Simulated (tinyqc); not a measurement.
Hydrogenic impurity: series, fields, screening, photoionisation and donor-acceptor pairs: one step, computed by the program tinyqc. Command: `OMP_NUM_THREADS=1 python tinyqc.py 3015754 3015755 out.jsonl hydrogenic walk`. One thread of a shared host (Intel(R) Xeon(R) Processor @ 2.30GHz), about 0.01 s of CPU time with the checks.

One isotropic, parabolic band. Effective units: Ry* and a*, in which H = -nabla^2 - 2/r.

Problem. Effective units and the series. Ry* = Ry m/eps^2, a* = a_0 eps/m; level n is bound by Ry*/n^2; <r> = (3/2) a* in 1s; lines 1s -> np at Ry* (1 - 1/n^2); 1 THz = 4.135667696 meV.

Inputs (values chosen for the exercise, modelled on CdS): electron mass m = 0.199 m_0; dielectric constant eps = 9.01.

Parts treated: electric field and pairs.

Constants: Ry = 13.605693123 eV; a_0 = 0.529177210903 angstrom; h x 1 THz = 4.135667696 meV.

Give: Ry*; a*; <r> of 1s; Series.

Solution.

Ry* = 33.352 meV

a* = 23.959 angstrom

<r> of 1s = 35.939 angstrom

Series:
```
n  binding (meV)  line from 1s (meV)  line (THz)
2         8.3380              25.014      6.0484
3         3.7058              29.646      7.1685
4         2.0845              31.268      7.5605
5         1.3341              32.018      7.7419
```
